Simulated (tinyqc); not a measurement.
Inside a calculation. Model: front-illuminated p-i-n photodiode, quantum efficiency and bandwidth.

Computed by the program tinyqc: `OMP_NUM_THREADS=1 python tinyqc.py 2250006 2250007 out.jsonl`, one thread of a shared Intel Xeon 2.30GHz, about 0.01 s for the whole run. Printed values are rounded.

Light enters through a p layer (0 to xp), a depleted layer (xp to xp + wi) and a thick n substrate, decaying as exp(-al x); one pass, no back reflection. Carriers made in the depleted layer are all collected; those in the neutral layers diffuse.

Inputs (values chosen for the exercise); values close to those of germanium at this wavelength:
- lam = 1550 nm (wavelength)
- al = 1490 1/cm (absorption coefficient)
- Rf = 0.1 (reflectance of the front face)
- eps_r = 16.2 (relative permittivity)
- xp = 0.065 um (thickness of the front p layer)
- wi = 5.1 um (thickness of the depleted layer)
- Dn = 12 cm^2/s (electron diffusion coefficient in the p layer)
- Ln = 0.38 um (electron diffusion length in the p layer)
- S = 2e6 cm/s (recombination velocity of the front surface)
- Lp = 74 um (hole diffusion length in the thick n substrate)
- ve = 5.75e6 cm/s (electron drift velocity)
- vh = 4.2e6 cm/s (hole drift velocity)
- dia = 24 um (diameter)
- RL = 50 ohm (load resistance)
- Cp = 20 fF (parasitic capacitance)
- f = 3.8 GHz (modulation frequency)

Constants: q = 1.602176634e-19 C, h = 6.62607015e-34 J s, c = 299792458 m/s, eps0 = 8.8541878128e-14 F/cm where lengths are in cm. Results are converted to the units shown.

## Quantum efficiency

k = al Ln, s = S Ln/Dn, e = exp(-al xp); front layer f1 = (k/(k^2 - 1)) {[s + k - e (s cosh(xp/Ln) + sinh(xp/Ln))]/[s sinh(xp/Ln) + cosh(xp/Ln)] - k e}; depleted layer f2 = e (1 - exp(-al wi)); substrate f3 = e exp(-al wi) al Lp/(1 + al Lp); external efficiency (1 - Rf)(f1 + f2 + f3); responsivity = efficiency q lam/(h c).

s = 6.33333
f1 = 0.00708899
f2 = 0.527156
f3 = 0.424688
external efficiency = 0.863040
responsivity = 1.07894 A/W

The front layer absorbs 0.964 % of the light that enters and collects 73.6 % of that. Diffusion from the neutral layers makes up 45.0 % of the current.

## Response at one frequency

Drift response for pairs made in the depleted layer, a = al wi, g = 1 - exp(-a), u = 2 pi i f, te = wi/ve, th = wi/vh: electrons He = [g - a (exp(-a) - exp(-u te))/(u te - a)]/(u te g), holes Hh = [g - a (1 - exp(-a - u th))/(a + u th)]/(u th g); C = eps0 eps_r pi (dia/2)^2/wi + Cp; total |He + Hh|/sqrt(1 + (2 pi f RL C)^2), for the current of the depleted layer alone.

te = 88.6957 ps
th = 121.429 ps
He = 0.365004-0.331286i
Hh = 0.226406-0.266512i
|He + Hh| = 0.840909
C = 32.7235 fF
total response = 0.840268

The drift response alone falls to 1/sqrt(2) at 5.37 GHz and the RC term alone at 97.3 GHz; together they give 5.36 GHz.
